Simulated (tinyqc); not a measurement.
# Double-gate transistor, scale length and short-channel effects, step by step

Numbers from tinyqc (`OMP_NUM_THREADS=1 python tinyqc.py 2420126 2420127 out.jsonl`; about 0.01 s on one thread of a shared Intel Xeon 2.30GHz). Printed values are rounded.

A body of thickness ts between two insulators of thickness ti and two tied gates. Below threshold the potential that source and drain add obeys Laplace's equation and vanishes on the gate. Its lowest mode decays along the channel as exp(-k y); k is the smallest positive root of the matching condition at the interface, and the scale length is Lambda = pi/k.

Parameters, values chosen for the exercise; permittivities: semiconductor close to that of gallium nitride, insulator close to that of silicon nitride:
- T = 300 K (temperature)
- eps_r = 9.36 (relative permittivity of the semiconductor)
- ei = 7.5 (relative permittivity of the insulator)
- ti = 2.9 nm (insulator thickness)
- ts = 5.7 nm (body thickness)
- L = 23 nm (channel length)
- Vbi = 1.02 V (potential of the source)
- sT = 0.63 V (potential of the barrier top at threshold)
- VTL = 0.28 V (long-channel threshold)
- m = 1 (long-channel body factor)
- Vds = 0.8 V (drain voltage)

Constants: q = 1.602176634e-19 C, kB = 1.380649e-23 J/K, Vt = kB T/q. Results are converted to the units shown.

## Scan of the matching condition

k, point 0 to 7 (1/nm): [0.04, 0.08, 0.12, 0.16, 0.2, 0.24, 0.28, 0.32]

f(k) = ei cos(k ti) cos(k ts/2) - eps_r sin(k ti) sin(k ts/2).

f(k), point 0 to 7: [7.27801, 6.62373, 5.57162, 4.17709, 2.51360, 0.66874, -1.26031, -3.17196]

The first change of sign lies between k = 0.24 and 0.28 1/nm.

## Iteration 1: decay constant by Newton steps

k at the start = 0.24 1/nm

f(k) = ei cos(k ti) cos(k ts/2) - eps_r sin(k ti) sin(k ts/2); f' by a central difference with +/- 1e-5 1/nm; k(new) = k - f/f'.

f = 0.668739
f' = -47.5923 nm
k after iteration 1 = 0.254051 1/nm

## Iteration 2: decay constant by Newton steps

As before.

f = -0.00448759
f' = -48.1789 nm
k after iteration 2 = 0.253958 1/nm

## Course of the iteration: decay constant by Newton steps

Stop when k changes by less than 1e-10 1/nm, or after 30 iterations.

Course of the iteration:
```
iteration  k (1/nm)  |change| (1/nm)
1          0.254051           0.0141
2          0.253958          9.31e-5
3          0.253958          2.76e-9
4          0.253958          < 1e-14
```

Converged in 4 iterations. The change falls from 0.014 in the first iteration to below the tolerance in the last.

## Scale length against simple estimates

k = 0.253958 1/nm

Lambda = pi/k and l = 1/k. A parabolic potential across the structure gives l(parabolic) = sqrt((eps_r/(2 ei)) ts ti (1 + ei ts/(4 eps_r ti))).

Lambda = 12.3705 nm
l = 3.93765 nm
l(parabolic) = 3.79157 nm

The parabolic estimate is 3.7 % below l.

## Threshold shift, barrier position and swing

Along the channel psi(y) = s + a exp(y/l) + b exp(-y/l) with psi(0) = Vbi, psi(L) = Vbi + Vds and l = 1/k = Lambda/pi; with A = Vbi - s, B = A + Vds, x = exp(-L/l): a = (B - A x) x/(1 - x^2), b = (A - B x)/(1 - x^2). The minimum is s + 2 sqrt(a b), at y = (l/2) ln(b/a). The long-channel potential follows the gate as s = sT + (Vg - VTL)/m, and the threshold VT is the gate voltage at which the minimum equals sT. Swing = m Vt ln 10/g at threshold, g = d(minimum)/ds = 1 - (b x + a)/((1 + x) sqrt(a b)).

s at threshold = 0.546674 V
a = 0.00369609 V
b = 0.469630 V
position of the minimum = 9.53832 nm
VT = 0.196674 V
swing = 67.7297 mV/decade

The threshold lies 83.3 mV below the long-channel value, and the barrier top sits at 0.41 L from the source.
